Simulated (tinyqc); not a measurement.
Short-channel transistor, virtual-source model with series resistance: two steps of the calculation.

The current per gate width is the charge at the top of the source barrier (the virtual source) times its velocity times a saturation function; al and be are fitting constants of the model. Units: I in uA/um, Rs in ohm um, so I Rs = 1e-6 I Rs in volts; Q in uC/cm^2, so I = 1e-4 Q vx0 Fsat with vx0 in cm/s.

Values chosen for this exercise: temperature T = 325 K; inversion capacitance Cinv = 3.08 uF/cm^2; velocity at the virtual source vx0 = 3.33e7 cm/s; apparent mobility mu = 110 cm^2/(V s); channel length L = 12 nm; threshold at zero drain voltage VT0 = 0.353 V; drain-induced barrier lowering dl = 0.199 V/V; subthreshold factor n0 = 1.17; growth of n with drain voltage nd = 0.1 1/V; threshold shift (in units of Vt) from weak to strong inversion al = 3.5; sharpness of saturation be = 2; series resistance of each contact Rs = 90 ohm um; gate voltage Vgs = 0.6 V; drain voltage Vds = 0.3 V.

Constants: q = 1.602176634e-19 C, kB = 1.380649e-23 J/K, Vt = kB T/q. Results are converted to the units shown.

Problem 1. Current through the series resistance. Intrinsic voltages Vg' = Vgs - I Rs, Vd' = Vds - 2 I Rs. n = n0 + nd Vd', VT = VT0 - dl Vd', Ff = 1/(1 + exp((Vg' - VT + al Vt/2)/(al Vt))), Q = Cinv n Vt ln(1 + exp((Vg' - VT + al Vt Ff)/(n Vt))), Vdsat = (vx0 L/mu)(1 - Ff) + Vt Ff, Fsat = u/(1 + u^be)^(1/be) with u = Vd'/Vdsat, and I(out) = Q vx0 Fsat per width. (Fsat takes the sign of u.) I(new) = I + 0.5 (I(out) - I).

I after iteration 1 = 1024.2611 uA/um

Find: Vg'; Vd'; VT; Ff; Q; Vdsat; Fsat; I(out); I after iteration 2.

Solution 1.

Vg' = 0.5078 V
Vd' = 0.1156 V
VT = 0.3300 V
Ff = 0.08996
Q = 0.5752 uC/cm^2
Vdsat = 0.3331 V
Fsat = 0.3279
I(out) = 628.2 uA/um
I after iteration 2 = 826.2 uA/um

Problem 2. What the series resistance costs. n = n0 + nd Vd', VT = VT0 - dl Vd', Ff = 1/(1 + exp((Vg' - VT + al Vt/2)/(al Vt))), Q = Cinv n Vt ln(1 + exp((Vg' - VT + al Vt Ff)/(n Vt))), Vdsat = (vx0 L/mu)(1 - Ff) + Vt Ff, Fsat = u/(1 + u^be)^(1/be) with u = Vd'/Vdsat, and I = Q vx0 Fsat per width. I0 is the current for Rs = 0. Effective velocity I/Q; transit time L Q/I.

converged I = 847.91205 uA/um
I0 = 2048.5223 uA/um

Find: loss against I0; effective velocity; transit time.

Solution 2.

loss against I0 = 58.609 %
effective velocity = 1.3284e7 cm/s
transit time = 0.090336 ps

tinyqc, about 0.02 s, one thread, Intel Xeon 2.30GHz (shared host): `OMP_NUM_THREADS=1 python tinyqc.py 2380154 2380155 out.jsonl`
